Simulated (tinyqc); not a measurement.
Current of a Schottky diode by thermionic-emission-diffusion theory, and its read-back from I-V-T and C-V data. Changing the junction voltage V. Computed by tinyqc, a small Python program. Command: `OMP_NUM_THREADS=1 python tinyqc.py 3000085 3000086 out.jsonl schottky sweep`. One thread of a shared host (Intel(R) Xeon(R) Processor @ 2.30GHz), about 0.01 s of CPU time with the checks.

Full ionisation, no tunnelling, no recombination current. V is the voltage across the junction itself, forward positive.

Inputs (values chosen for the exercise, modelled on n-type GaN):

| quantity | value | unit |
|---|---|---|
| Richardson constant A* | 26.3 | A/(cm^2 K^2) |
| effective density of states at 300 K, N_c | 2.4e+18 | 1/cm^3 |
| permittivity eps | 9.7 | - |
| mobility mu | 980 | cm^2/(V s) |
| barrier without image force phi_0 (mean) | 0.897 | eV |
| doping N | 1.1e+16 | 1/cm^3 |
| series resistance R_s | 0.085 | milliohm cm^2 |
| temperature T | 250 | K |
| standard deviation sigma | 64 | meV |
| relative change of sigma^2 with bias, rho | 0.76 | 1/V |

Barrier: Gaussian spread of heights.

Constants: k_B = 8.617333262e-05 eV/K; e = 1.602176634e-19 C; eps_0 = 8.8541878128e-12 F/m.

Method:
- N_c(T) = N_c (T/300 K)^(3/2); V_bi = phi_0 - (k_B T/e) ln(N_c(T)/N); surface field F = sqrt(2 e N (V_bi - V - k_B T/e)/(eps eps_0)); image lowering d_phi = sqrt(e F/(4 pi eps eps_0)); effective barrier phi = phi_0 - d_phi - sigma^2 (1 - rho V)/(2 k_B T).
- Collection velocity v_R = A* T^2/(e N_c(T)); diffusion velocity v_D = mu F; J = e N_c(T) v_R/(1 + v_R/v_D) exp(-phi/k_B T) [exp(e V/k_B T) - 1].
- Terminal voltage V + J R_s.
- Ideality n = (e/k_B T)/(d ln J/dV) by a central difference of +/- 1 mV; J_0 = J exp(-e V/(n k_B T)); apparent barrier phi_IV = k_B T ln(A* T^2/J_0); a C-V plot gives phi_CV = phi_0, the mean without lowering.

One run for each value:

| junction voltage V (V) | current density J (A/cm^2) | ideality factor n | image lowering (meV) | terminal voltage (V) |
|---|---|---|---|---|
| 0.15 | 2.281e-07 | 1.092 | 27.31 | 0.1500 |
| 0.23 | 6.804e-06 | 1.095 | 26.38 | 0.2300 |
| 0.31 | 2.013e-04 | 1.098 | 25.33 | 0.3100 |
| 0.39 | 5.901e-03 | 1.101 | 24.14 | 0.3900 |
| 0.47 | 1.705e-01 | 1.107 | 22.73 | 0.4700 |
| 0.56 | 7.298e+00 | 1.119 | 20.76 | 0.5606 |

Over the rows, current density J (A/cm^2) rises from 2.28e-7 to 7.30 (exponent d ln y / d ln x 7.9 between the first rows and 21 between the last); ideality factor n rises from 1.09 to 1.12 (exponent d ln y / d ln x 0.0065 between the first rows and 0.061 between the last); image lowering (meV) falls from 27.3 to 20.8 (exponent d ln y / d ln x -0.081 between the first rows and -0.52 between the last).  Left out: 0.640, 0.720 (the bias is too near flat band).
